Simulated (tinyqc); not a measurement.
From wire to sheet: nanosheet or nanowire with hard walls, valleys of the Ge type.

Four ellipsoidal valleys along <111>: inverse mass tensor w = 1/mt + (1/ml - 1/mt) a a^T with a the unit axis. Device axes: x along the channel, z = [001], y = z x x. The Gamma and Delta valleys are left out; the heavy Delta valleys, about 0.18 eV up, lie lowest once the L levels pass about 0.2 eV.

Hard walls around a W x H rectangle. The block w_c of w in (y, z) confines; the transport mass follows from 1/m_x = w_xx - w_xc w_c^-1 w_cx. The cross-section problem c (w_yy ky^2 + 2 w_yz ky kz + w_zz kz^2), c = hbar^2/2m0, is solved in products sin(n pi y/W) sin(l pi z/H), n, l = 1 to 12; if w_yz = 0 the levels are c pi^2 (w_yy n^2/W^2 + w_zz l^2/H^2). The w_yz term couples (n, l) to (n', l') by -2 c w_yz D_nn'(W) D_ll'(H) with D_nm(L) = 4 n m/(L (n^2 - m^2)) for n + m odd and 0 otherwise.

Without degeneracy the line density is N1 exp((EF - Ec)/kB T) with N1 = sum 2 g sqrt(m_x kB T/(4 pi c)) exp(-E/kB T), here over n, l up to 80 where w_yz = 0 and over all levels of a 12 x 12 sine basis otherwise; the classical value is W H Nc with Nc = 2 g_all (m_dos kB T/(4 pi c))^(3/2), m_dos = (ml mt^2)^(1/3); dVt = kB T ln(W H Nc/N1).

Constants: hbar^2/2m0 = 3.80998211 eV angstrom^2; kB = 8.617333262e-05 eV/K.

Inputs chosen for the exercise (near those of Ge; the results hold for these values, not for the real material): ml = 1.574 m0 (longitudinal mass); mt = 0.084 m0 (transverse mass); T = 300 K (temperature); g_all = 4 (number of valleys); channel = 110 (transport direction x on a (001) wafer); H = 70 angstrom (height, along z = [001]); Ws = (30, 40, 50, 65, 85, 110, 140) angstrom (widths).

Valleys:
```
group  valleys g      w_yy     w_zz   |w_yz|  m_x (m0)
A              2   4.39180  8.14828  5.31246   0.08400
B              2  11.90476  8.14828  0.00000   1.07733
```

Lowest level of each group (groups ordered by w_zz, then w_yy) and dVt against the width.

Results:
```
W (angstrom)  A1 (eV)  B1 (eV)  dVt (mV)
30             0.2065   0.5599     199.4
40             0.1311   0.3423     131.8
50             0.0995   0.2416     105.0
65             0.0802   0.1685      87.7
85             0.0711   0.1245      75.4
110            0.0670   0.0995      66.8
140            0.0650   0.0854      61.5
```

What can be read from this table?

dVt falls from 199 to 62 mV. Group A is lowest at every width, by 353 meV in the narrowest and 20 meV in the widest. At the widest W the lowest level is 0.0650 eV; the film limit c pi^2 w_zz/H^2 of that group is 0.0625 eV.

Program tinyqc; command `OMP_NUM_THREADS=1 python tinyqc.py 1252632 1252633 out.jsonl`; about 0.2 s on one thread of a shared Intel(R) Xeon(R) Processor @ 2.30GHz.
